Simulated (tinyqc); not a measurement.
# Two-mode optical phonons of a ternary alloy from two coupled oscillators, step by step

A worked calculation. Computed by tinyqc, a small Python program that keeps every step. Command: `OMP_NUM_THREADS=1 python tinyqc.py 3023605 3023606 out.jsonl twomode walk`. One thread of a shared host (Intel(R) Xeon(R) Processor @ 2.30GHz), about 0.01 s of CPU time with the checks. Intermediate numbers are printed to about 5 digits and carried at full precision; extremes and crossings named in words are read from the listed rows.

An alloy A(x)B(1-x)C has an A-C and a B-C bond oscillator. Each TO frequency moves linearly from the impurity mode (dilute end) to the TO of the pure crystal; each strength is proportional to the number of bonds.

Inputs (values chosen for the exercise, modelled on Al(x)Ga(1-x)As, with A-C the AlAs-like and B-C the GaAs-like bond):

| quantity | value | unit |
|---|---|---|
| omega_TO of pure AC | 363.7 | 1/cm |
| omega_LO of pure AC | 400.1 | 1/cm |
| omega_TO of pure BC | 270.3 | 1/cm |
| omega_LO of pure BC | 292.9 | 1/cm |
| eps_inf of AC | 8.05 | - |
| eps_inf of BC | 10.9 | - |
| impurity mode of A in BC | 356.6 | 1/cm |
| impurity mode of B in AC | 250.6 | 1/cm |
| fraction x of A | 0.92 | - |
| damping gamma | 5.4 | 1/cm |
| electron mass m* | 0.095 | m_0 |

Constants: e^2/(4 pi eps_0) = 14.39964548 eV angstrom; hbar^2/(2 m_0) = 3.80998212 eV angstrom^2; 1 THz = 33.35640952 1/cm; h x 1 THz = 4.135667696 meV.

## The two oscillators

omega_1 = (impurity mode of A) + x (omega_TO,AC - impurity mode of A); omega_2 = (impurity mode of B) + (1 - x)(omega_TO,BC - impurity mode of B); eps_inf = x eps_AC + (1 - x) eps_BC; strengths W_1 = x eps_AC (omega_LO,AC^2 - omega_TO,AC^2), W_2 = (1 - x) eps_BC (omega_LO,BC^2 - omega_TO,BC^2).

omega_1 (A-C, TO) = 363.132 1/cm

omega_2 (B-C, TO) = 252.176 1/cm

eps_inf = 8.278

W_1 = 2.0590e+05 1/cm^2

W_2 = 11099 1/cm^2

## LO modes, coupled by the field

eps(omega) = eps_inf + W_1/(omega_1^2 - omega^2) + W_2/(omega_2^2 - omega^2) = 0 is the eigenproblem of the matrix [[omega_1^2 + W_1/eps_inf, sqrt(W_1 W_2)/eps_inf], [sqrt(W_1 W_2)/eps_inf, omega_2^2 + W_2/eps_inf]] for omega_LO^2. Uncoupled values keep the diagonal alone. eps_s = eps_inf + W_1/omega_1^2 + W_2/omega_2^2.

matrix (1/cm^2):
```
            1           2
1  1.5674e+05  5.7750e+03
2  5.7750e+03  6.4934e+04
```

lower LO mode = 254.11 1/cm

upper LO mode = 396.36 1/cm

uncoupled values (1/cm): 254.82  395.90

eps_s = 10.014

The field pushes the upper mode up by 0.46 and the lower one down by 0.71 per cm; the lower LO stays between the two TO modes.

## Share of the polar coupling

The polar coupling of mode j is c_j = (u_j . sqrt(W))^2/(eps_inf^2 omega_j^2), u_j its eigenvector and omega_j here its LO frequency; the c_j add up to 1/eps_inf - 1/eps_s. Froehlich constant alpha_j = (e^2/(4 pi eps_0)) c_j k_j/(2 E_j), E_j = h c omega_j, k_j = sqrt(m* E_j/(hbar^2/(2 m_0))).

c_j, lower and upper mode: 0.0013319  0.019610

share of the upper mode = 0.93640

alpha_j, lower and upper mode: 0.0085313  0.10057

The upper mode holds 94 % of the coupling, against 90 % of the ionic part of eps_s for the upper oscillator: the field moves strength to the higher mode.

## Reflectivity

With damping, each denominator is omega_j^2 - omega^2 - i gamma omega; R = |(sqrt(eps) - 1)/(sqrt(eps) + 1)|^2.

Spectrum:

| omega (1/cm) | Re eps | Im eps | R |
|---|---|---|---|
| 237 | 12.449 | 0.29628 | 0.31183 |
| 252 | 11.818 | 8.1817 | 0.35983 |
| 253 | 9.0462 | 7.4950 | 0.32812 |
| 254 | 7.5855 | 5.6311 | 0.28314 |
| 259 | 8.7137 | 1.1676 | 0.24666 |
| 341 | 21.098 | 1.5471 | 0.41350 |
| 363 | 13.239 | 104.80 | 0.74733 |
| 380 | -7.8567 | 2.6223 | 0.81910 |
| 396 | -0.033109 | 0.70482 | 0.19051 |
| 404 | 1.6306 | 0.45725 | 0.021831 |
| 436 | 4.6601 | 0.14437 | 0.13470 |

## Modes across the composition range

The formulas are those given above.

Frequencies (1/cm):

| x | TO, A-C | TO, B-C | lower LO | upper LO | coupling share of the upper LO | eps_s |
|---|---|---|---|---|---|---|
| 0.02 | 356.742 | 269.906 | 292.00 | 357.49 | 0.03624 | 12.745 |
| 0.10 | 357.310 | 268.330 | 288.50 | 360.99 | 0.16465 | 12.525 |
| 0.20 | 358.020 | 266.360 | 284.24 | 365.26 | 0.29794 | 12.244 |
| 0.35 | 359.085 | 263.405 | 277.99 | 371.57 | 0.46216 | 11.810 |
| 0.50 | 360.150 | 260.450 | 271.80 | 377.88 | 0.60073 | 11.360 |
| 0.65 | 361.215 | 257.495 | 265.59 | 384.31 | 0.72511 | 10.895 |
| 0.80 | 362.280 | 254.540 | 259.27 | 390.90 | 0.84287 | 10.412 |
| 0.90 | 362.990 | 252.570 | 254.98 | 395.44 | 0.92071 | 10.081 |
| 0.98 | 363.558 | 250.994 | 251.48 | 399.16 | 0.98394 | 9.810 |

The upper LO moves from 357.5 to 399.2 and the lower from 292.0 to 251.5 per cm. At each dilute end one LO-TO pair closes onto an impurity mode. The upper LO shifts by +0.42 per cm for each per cent of x near the middle, which is how Raman spectra measure composition. Its share of the polar coupling passes one half between x = 0.35 and 0.5.

Checks made by the program: generalised Lyddane-Sachs-Teller relation (relative difference below 1e-10); sum of the couplings (relative difference 2e-10).
